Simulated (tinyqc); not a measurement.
Where the concentration falls to given levels: concentration-dependent dopant diffusion with charged defects and the built-in field. Computed by tinyqc, a small Python program. Command: `OMP_NUM_THREADS=1 python tinyqc.py 3002391 3002392 out.jsonl extrinsic walk`. One thread of a shared host (Intel(R) Xeon(R) Processor @ 2.30GHz), about 0.1 s of CPU time with the checks.

A constant source C_s feeds a half space. The dopant moves through neutral point defects and through charged ones, whose number grows with the majority carrier density n.

Inputs (values chosen for the exercise, modelled on arsenic in silicon): neutral prefactor D0x = 0.0121 cm^2/s; neutral activation energy E0 = 3.43 eV; singly charged prefactor D01 = 34.3 cm^2/s; activation energy E1 = 4.14 eV; surface concentration C_s = 2.4e+20 1/cm^3; temperature T = 1050 C; time t = 950 s.

Field enhancement: on.

Constants: k_B = 8.617333262e-05 eV/K.

Method:
- n_i = 3.87e16 T^1.5 exp(-7014/T) per cm^3 (T in kelvin, an empirical form); each D = prefactor x exp(-E/(k_B T)); the intrinsic diffusivity D_i is their sum.
- Temperatures in kelvin are T(C) + 273.15.
- n = C/2 + sqrt(C^2/4 + n_i^2); D(C) = h [Dx + D1 (n/n_i)], h = 1 + C/sqrt(C^2 + 4 n_i^2).
- With y = x/sqrt(D_s t), u = C/C_s and q = -(D/D_s) du/dy: du/dy = -q D_s/D, dq/dy = -(y/2) q D_s/D, u(0) = 1. The surface flux q(0) is shot so that u tends to 0 (LSODA, an adaptive multistep solver, relative tolerance 1e-10). Dose Q = 2 q(0) C_s sqrt(D_s t).
- For comparison, erfc profiles with a constant D: x = 2 sqrt(D t) erfc^-1(C/C_s), with D = D_i and D = D_s.

partial diffusivities (cm^2/s): Dx 1.04274e-15, D1 5.83912e-15

n_i = 9.28828e+18 1/cm^3

surface diffusivity D_s = 3.03837e-13 cm^2/s

intrinsic diffusivity D_i = 6.88186e-15 cm^2/s

Depth (nm):
```
C/C_s       D/D_s    full  erfc with D_i  erfc with D_s
8.00e-01  0.80137   69.86           9.16          60.87
5.00e-01  0.50341  157.13          24.39         162.06
2.00e-01  0.20550  231.29          46.34         307.92
1.00e-01  0.10683  254.34          59.48         395.21
3.00e-02  0.04287  271.58          78.47         521.40
1.00e-02  0.02853  279.29          93.14         618.89
1.00e-03  0.02320  290.70         118.99         790.61
1.00e-04  0.02270  300.82         140.68         934.79
```

What does the comparison show, and why?

The depth between C/C_s = 0.1 and 1e-4 spans 46.5 nm in the full profile, against 81.2 nm for D_i and 540 nm for D_s; the ratio of the depths at 1e-4 and at 0.5 is 1.91, against 5.77 for any erfc. The profile is box-like: fast diffusion in the heavily doped part feeds a front that moves slowly where D drops to D_i. Caution: at such a C_s dopants can cluster or exceed their solubility, which the model leaves out.
